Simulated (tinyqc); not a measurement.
Worked calculation: non-radiative capture by multiphonon emission, one effective mode. Computed by tinyqc, a small Python program that keeps every step. Command: `OMP_NUM_THREADS=1 python tinyqc.py 3018620 3018621 out.jsonl capture walk`. One thread of a shared host (Intel(R) Xeon(R) Processor @ 2.30GHz), about 0.01 s of CPU time with the checks. Intermediate numbers are printed to about 7 digits and carried at full precision; extremes and crossings named in words are read from the listed rows.

The initial state (free carrier plus empty centre) lies dE above the final state; both have the same frequency and are displaced by dQ.

Inputs (values chosen for the exercise, for a model semiconductor):
```
quantity,value,unit
energy released dE,0.452,eV
phonon energy hbar omega,20.3,meV
Huang-Rhys factor S,9.33,-
electron-phonon coupling W,0.025,eV/(u^(1/2) angstrom)
cell volume V,960,angstrom^3
degeneracy g,1,-
broadening b,13,meV
carrier mass m,0.337,m_0
temperature T,300,K
defect density N_t,9e+15,cm^-3
```

Centre: neutral.

Constants: hbar^2/u = 4.18015928e-03 eV angstrom^2; k_B = 8.617333262e-05 eV/K; hbar = 6.582119569e-16 eV s; k_B = 1.380649e-23 J/K; m_0 = 9.1093837015e-31 kg.

## Geometry of the two curves

dQ = sqrt(2 S (hbar^2/u)/hbar omega); relaxation energy lambda = S hbar omega; phonons needed P = dE/hbar omega; classical barrier E_b = (dE - lambda)^2/(4 lambda); occupation n = 1/(exp(hbar omega/k_B T) - 1).

dQ = 1.960217 u^(1/2) angstrom

lambda = 0.189399 eV

P = 22.26601

classical barrier E_b = 0.09102382 eV

occupation n = 0.8382714

dE exceeds lambda: the inverted case usual for deep centres, in which the curves cross on the far side of the initial minimum.

## Phonon weights near resonance

Huang-Rhys weight for a net emission of p phonons: L_p = exp(-S (2n + 1)) ((n + 1)/n)^(p/2) I_p(2 S sqrt(n (n + 1))), I_p the modified Bessel function. M_p = sum_m w_m <m_i|Q|(m + p)_f>^2 with Q counted from the final minimum and Boltzmann weights w_m for m = 0..24; <m_i|Q|k_f> = sqrt((hbar^2/u)/(2 hbar omega)) [sqrt(k) <m|k-1> + sqrt(k+1) <m|k+1>], with overlaps of oscillators displaced by d = sqrt(2 S) summed on 1500 points from -16 to 16 + d. The delta function is a Gaussian of standard deviation b at dE - p hbar omega.

Weights:
```
p,L_p,M_p (u angstrom^2),Gaussian (1/eV)
19,0.01239794,0.1098064,6.901873e-05
20,0.00845150,0.0802312,5.863124e-02
21,0.00557570,0.0566016,4.348170e+00
22,0.00356252,0.0385890,2.815135e+01
23,0.00220605,0.0254456,1.591136e+01
24,0.00132487,0.0162416,7.851100e-01
25,0.00077218,0.0100428,3.381965e-03
```

## Capture coefficient before scaling

C_0 = V (2 pi/hbar) g W^2 sum_p M_p Gaussian_p. The sum runs over the seven p from round(P) - 3 to round(P) + 3; 1 angstrom^3 = 1e-24 cm^3.

sum_p M_p Gaussian_p = 1.754816 u angstrom^2/eV

C_0 = 1.005071e-08 cm^3/s

## Scaled coefficient, cross-section and lifetime

For a neutral centre the Sommerfeld factor is 1. C = s C_0; v = sqrt(3 k_B T/m); sigma = C/v; tau = 1/(C N_t).

Sommerfeld factor s = 1

capture coefficient C = 1.005071e-08 cm^3/s

thermal velocity v = 2.011886e+07 cm/s

cross-section sigma = 4.995667e-16 cm^2

capture time = 1.105505e-08 s

## Quantum against classical capture

C_0 = V (2 pi/hbar) g W^2 sum_p M_p Gaussian_p. Here the sum runs over all p. Classical (Marcus) form: replace the sum by Q_c^2 exp(-E_b/k_B T)/sqrt(4 pi lambda k_B T), Q_c = dQ (dE + lambda)/(2 lambda). The last column is -k_B d ln C_0/d(1/T) from this row and the one above.

Against temperature:
```
T (K),"C_0, quantum (cm^3/s)","C_0, classical (cm^3/s)",Sommerfeld factor,activation energy (eV)
19,4.797466e-10,7.251929e-31,1,-
35,4.837997e-10,5.823002e-20,1,3.013154e-05
59,5.465387e-10,9.624019e-15,1,9.040810e-04
94,8.522604e-10,5.987690e-12,1,6.066640e-03
140,1.756973e-09,1.969052e-10,1,1.783541e-02
210,4.471572e-09,1.988152e-09,1,3.380941e-02
330,1.223435e-08,9.877725e-09,1,5.008897e-02
520,2.635285e-08,2.534201e-08,1,5.971973e-02
```

At 19.0 K the quantum value is 6.6e20 times the classical one: C_0 comes from tunnelling out of the lowest level and hardly depends on T. At 520 K the ratio is 1.0. The largest apparent activation energy is 0.060 eV against the classical barrier of 0.091 eV, so an Arrhenius fit understates the barrier, through tunnelling and the broadening b at low T and the T^(-1/2) prefactor at high T.

Checks made by the program: Bessel formula against the sum over overlaps (relative difference 9e-09).
